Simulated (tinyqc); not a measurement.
Energy against coordination: Gupta-type many-body potential for a metal. Computed by tinyqc, a small Python program. Command: `OMP_NUM_THREADS=1 python tinyqc.py 3006310 3006311 out.jsonl gupta walk`. One thread of a shared host (Intel(R) Xeon(R) Processor @ 2.30GHz), about 0.02 s of CPU time with the checks.

E_i = sum_j A exp(-p (r_ij/r0 - 1)) - xi rho_i^gamma, with rho_i = sum_j exp(-2 q (r_ij/r0 - 1)); gamma = 1/2 is the tight-binding second-moment form. The crystal is fcc unless stated; d is the neighbour distance and a fixed number of shells is kept.

Inputs (values chosen for the exercise, for a model metal):

| quantity | value | unit |
|---|---|---|
| repulsion A | 0.0974 | eV |
| hopping xi | 0.606 | eV |
| decay p | 9.36 | - |
| decay q | 3.65 | - |
| reference distance r0 | 3.501 | angstrom |
| embedding exponent gamma | 0.6 | - |

Method. Nearest neighbours only, z equal bonds relaxed to their best length: r/r0 = 1 + ln[A p z^(1 - gamma)/(2 q gamma xi)]/(p - 2 q gamma), E = z A exp(-p (r/r0 - 1)) - xi [z exp(-2 q (r/r0 - 1))]^gamma.

Relaxed bonds:

| z | r (angstrom) | E per atom (eV) | E/z (eV) |
|---|---|---|---|
| 1 | 2.7497 | -0.8253 | -0.82532 |
| 2 | 2.9446 | -0.9802 | -0.49012 |
| 3 | 3.0587 | -1.0840 | -0.36134 |
| 4 | 3.1396 | -1.1643 | -0.29106 |
| 6 | 3.2536 | -1.2875 | -0.21459 |
| 8 | 3.3345 | -1.3828 | -0.17285 |
| 9 | 3.3676 | -1.4238 | -0.15820 |
| 12 | 3.4485 | -1.5292 | -0.12743 |

Bonds lengthen from 2.750 to 3.448 angstrom between z = 1 and 12, and |E| grows as z^0.248, the exponent gamma (p - 2q)/(p - 2 q gamma) = 0.248; pair bonds would give z^1 at a fixed length.

Extremes, crossings and ranges named in words are read from the listed rows.
